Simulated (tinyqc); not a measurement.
## Doping from resistivity

Problem. A uniform, uncompensated and fully ionised sample has rho = 1/(q N mu), mu = m1 + (m2 (T/300 K)^(-bt) - m1)/(1 + (N/Nr)^am). Find N, mu and the diffusion coefficient mu Vt.

Parameters, values chosen for the exercise: temperature T = 350 K; mobility limit at high doping m1 = 43.4 cm^2/(V s); mobility limit at low doping, at 300 K m2 = 456 cm^2/(V s); reference doping of the mobility law Nr = 2.27e17 cm^-3; exponent of the mobility law am = 0.745; temperature exponent of m2 bt = 2.5.

Constants: q = 1.602176634e-19 C, kB = 1.380649e-23 J/K, Vt = kB T/q. Results are converted to the units shown.

resistivity = 0.078843879 ohm cm

Solution. With am below 1 the product N mu rises steadily with N, so one doping matches; it is found by iterating N = 1/(q rho mu(N)).

N = 6.100e17 cm^-3
mu = 129.8 cm^2/(V s)
diffusion coefficient = 3.914 cm^2/s

Computed by the program tinyqc: `OMP_NUM_THREADS=1 python tinyqc.py 2110122 2110123 out.jsonl`, one thread of a shared Intel Xeon 2.30GHz, about 0.01 s for the whole run.
